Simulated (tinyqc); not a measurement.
Worked calculation: RKS/LDA (PW92) in the sto-6g basis, for H3+, spin multiplicity 1. One step of it, computed by the program tinyqc.

Question. Iteration 2: diagonalisation and new density. Diagonalise F' = X^T F X, C = X C', fill 1 alpha and 1 beta electrons from the bottom; D = 2 C_occ C_occ^T. Each column has its largest component positive (the first on a tie).

extrapolated F (hartree), order 1H 1s, 2H 1s, 3H 1s:
$$\begin{pmatrix}
-0.858669 & -0.711902 & -0.710992 \\
-0.711902 & -0.725628 & -0.334810 \\
-0.710992 & -0.334810 & -0.726332
\end{pmatrix}$$

X, order 1H 1s, 2H 1s, 3H 1s:
$$\begin{pmatrix}
1.558477 & -0.527433 & -0.527552 \\
-0.527433 & 1.254647 & 0.087919 \\
-0.527552 & 0.087919 & 1.254752
\end{pmatrix}$$

Give: F' = X^T F X; orbital energies; coefficients C; D after iteration 2.

Answer.

F' = X^T F X (hartree):
$$\begin{pmatrix}
-0.336 & -0.428 & -0.426 \\
-0.428 & -0.452 & 0.079 \\
-0.426 & 0.079 & -0.455
\end{pmatrix}$$

orbital energies (hartree): MO1 -0.960, MO2 -0.533, MO3 0.249

coefficients C, order 1H 1s, 2H 1s, 3H 1s:
$$\begin{pmatrix}
0.549 & -0.004 & 1.638 \\
0.315 & -0.822 & -1.041 \\
0.314 & 0.828 & -1.038
\end{pmatrix}$$

D after iteration 2, order 1H 1s, 2H 1s, 3H 1s:
$$\begin{pmatrix}
0.602 & 0.346 & 0.345 \\
0.346 & 0.199 & 0.198 \\
0.345 & 0.198 & 0.197
\end{pmatrix}$$
